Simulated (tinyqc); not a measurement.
Lifetime against injection: carrier lifetime from Shockley-Read-Hall, radiative, Auger and surface recombination. Computed by tinyqc, a small Python program. Command: `OMP_NUM_THREADS=1 python tinyqc.py 3005789 3005790 out.jsonl lifetime walk`. One thread of a shared host (Intel(R) Xeon(R) Processor @ 2.30GHz), about 0.02 s of CPU time with the checks.

Energies are counted from the top of the valence band. Boltzmann statistics, full ionisation, and equal excess densities of electrons and holes.

Inputs (values chosen for the exercise, with bands modelled on CdS):

| quantity | value | unit |
|---|---|---|
| gap E_g | 2.51 | eV |
| electron mass m_e | 0.207 | m_0 |
| valleys M_c | 1 | - |
| hole mass m_h | 0.775 | m_0 |
| temperature T | 250 | K |
| doping N | 1.6e+14 | cm^-3 |
| trap level E_t | 0.538 | eV |
| trap density N_t | 1.6e+13 | cm^-3 |
| electron cross-section sigma_n | 9.7e-14 | cm^2 |
| hole cross-section sigma_p | 6.8e-15 | cm^2 |
| radiative coefficient B | 4.4e-11 | cm^3/s |
| Auger coefficient C_n | 1.9e-30 | cm^6/s |
| Auger coefficient C_p | 7.2e-32 | cm^6/s |
| diffusion coefficient D | 2.8 | cm^2/s |
| surface velocity S | 87 | cm/s |
| thickness W | 170 | micrometre |

Doping: n-type. Surface term: two equal surfaces.

Constants: m_0 = 9.1093837015e-31 kg; k_B = 1.380649e-23 J/K; h = 6.62607015e-34 J s; k_B = 8.617333262e-05 eV/K.

Method:
- N_c = 2 M_c (2 pi m_e k_B T/h^2)^(3/2) and N_v = 2 (2 pi m_h k_B T/h^2)^(3/2), masses in units of m_0.
- n_i = sqrt(N_c N_v) exp(-E_g/2 k_B T); majority density N/2 + sqrt(N^2/4 + n_i^2), minority density n_i^2 over it.
- v = sqrt(3 k_B T/m) with m_e or m_h; tau_n0 = 1/(sigma_n v_n N_t), tau_p0 = 1/(sigma_p v_p N_t); n1 = N_c exp(-(E_g - E_t)/k_B T), p1 = N_v exp(-E_t/k_B T).
- The slowest diffusion mode has x tan x = S W/(2 D) with 0 < x < pi/2 (bisection), and tau_s = W^2/(4 x^2 D). The common approximation is W/(2 S) + W^2/(pi^2 D).
- With n = n_0 + dn, p = p_0 + dn and U/dn = 1/tau: (n p - n_i^2)/dn = n_0 + p_0 + dn = s; 1/tau_SRH = s/[tau_p0 (n + n1) + tau_n0 (p + p1)]; 1/tau_rad = B s; 1/tau_Aug = (C_n n + C_p p) s; the rates add, with 1/tau_s.
- Rows stop below half the smaller effective density of states.

N_c = 1.79786e+18 cm^-3

N_v = 1.30242e+19 cm^-3

n_0 = 1.60e+14 cm^-3

p_0 = 3.68142e-28 cm^-3

tau_p0 = 7.58917e-07 s

n1 = 3.16946e-22 cm^-3

tau_n0 = 2.74958e-08 s

p1 = 1.85845e+08 cm^-3

tau_s = 1.06445e-04 s

Lifetimes (s):

| dn (cm^-3) | SRH | radiative | Auger | effective | radiative efficiency | fastest channel |
|---|---|---|---|---|---|---|
| 1.00e+10 | 7.5892e-07 | 1.4204e-04 | 2.0557e+01 | 7.4957e-07 | 0.00528 | SRH |
| 1.00e+11 | 7.5893e-07 | 1.4196e-04 | 2.0533e+01 | 7.4958e-07 | 0.00528 | SRH |
| 1.00e+12 | 7.5909e-07 | 1.4116e-04 | 2.0300e+01 | 7.4971e-07 | 0.00531 | SRH |
| 1.00e+13 | 7.6053e-07 | 1.3369e-04 | 1.8171e+01 | 7.5090e-07 | 0.00562 | SRH |
| 1.00e+14 | 7.6949e-07 | 8.7413e-05 | 7.6739e+00 | 7.5735e-07 | 0.00866 | SRH |
| 1.00e+15 | 7.8262e-07 | 1.9592e-05 | 3.7876e-01 | 7.4727e-07 | 0.03814 | SRH |
| 1.00e+16 | 7.8598e-07 | 2.2369e-06 | 4.9154e-03 | 5.7839e-07 | 0.25856 | SRH |
| 1.00e+17 | 7.8637e-07 | 2.2691e-07 | 5.0551e-05 | 1.7520e-07 | 0.77210 | radiative |

What follows from these numbers?

tau_SRH goes from 7.59e-7 s at low injection (the minority capture time, 7.59e-7 s) to 7.86e-7 s in the last row; at high injection it tends to tau_n0 + tau_p0 = 7.86e-7 s. Ruling channel by row: SRH from 1e10, radiative from 1e17 cm^-3.

Extremes, crossings and ranges named in words are read from the listed rows.
